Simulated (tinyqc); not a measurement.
What each parameter does: Wannier function of the lower band of a two-orbital chain.

H(k) = [[-d/2 - 2 ta cos k, -t1 - t2 exp(-ik)], [-t1 - t2 exp(ik), d/2 - 2 tb cos k]], k in 1/a, Bloch sums with exp(ikR) and without the positions inside the cell. Mesh k_j = 2 pi j/N. Projection gauge: each lower eigenvector u is multiplied by the phase that makes <trial|u> real and positive (the one-band case of Loewdin orthogonalisation). Wannier amplitudes w(R) = (1/N) sum_k exp(ikR) u(k); hoppings H(R) = (1/N) sum_k exp(-ikR) E(k).

Parameters, chosen for this exercise: d = 0.2 eV (A at -d/2, B at +d/2); t1 = 2.4 eV (A-B in the cell); t2 = 1.38 eV (B to A of the next cell); ta = -0.12 eV (A-A between cells); tb = 0.07 eV (B-B between cells); xb = 0.38 a (position of B (A at 0)); th = 60 degrees (trial orbital cos(th) A + sin(th) B in cell 0).

N = 24: centre (folded into [0, 1)) and Omega_I from overlaps M_j = u_j^+ diag(1, exp(-i b xb)) u_(j+1), b = 2 pi/N: centre = -(1/2 pi) Im ln prod M_j, Omega_I = mean(1 - |M_j|^2)/b^2; and the first two hoppings H(R).

One parameter was then changed.

Results before and after:
```
case     centre (a)  Omega_I (a^2)  H(1) (eV)  H(2) (eV)
base         0.1542         0.0941    -0.6276     0.0860
changed      0.1581         0.0834    -0.5842     0.0748
```

Which of these changes was made? (a) d = 0.5 eV; (b) th = 70 degrees; (c) ta = -0.02 eV; (d) t2 = 1.28 eV; (e) xb = 0.43 a; (f) t1 = 2.55 eV.

Answer: (d) t2 = 1.28 eV. Of the candidates, run in turn, only this one gives the changed row.

All candidates:
```
case             centre (a)  Omega_I (a^2)  H(1) (eV)  H(2) (eV)
base                 0.1542         0.0941    -0.6276     0.0860
d = 0.5 eV           0.1354         0.0905    -0.6170     0.0823
t1 = 2.55 eV         0.1593         0.0854    -0.6319     0.0822
t2 = 1.28 eV         0.1581         0.0834    -0.5842     0.0748
ta = -0.02 eV        0.1655         0.0948    -0.6817     0.0889
xb = 0.43 a          0.1774         0.1037    -0.6276     0.0860
th = 70 degrees      0.1542         0.0941    -0.6276     0.0860
```

The trial angle is a choice of gauge and moves none of these; xb enters the position operator alone, so it leaves the hoppings.

tinyqc: `OMP_NUM_THREADS=1 python tinyqc.py 1482717 1482718 out.jsonl`; about 0.2 s, one thread, shared Intel(R) Xeon(R) Processor @ 2.30GHz.
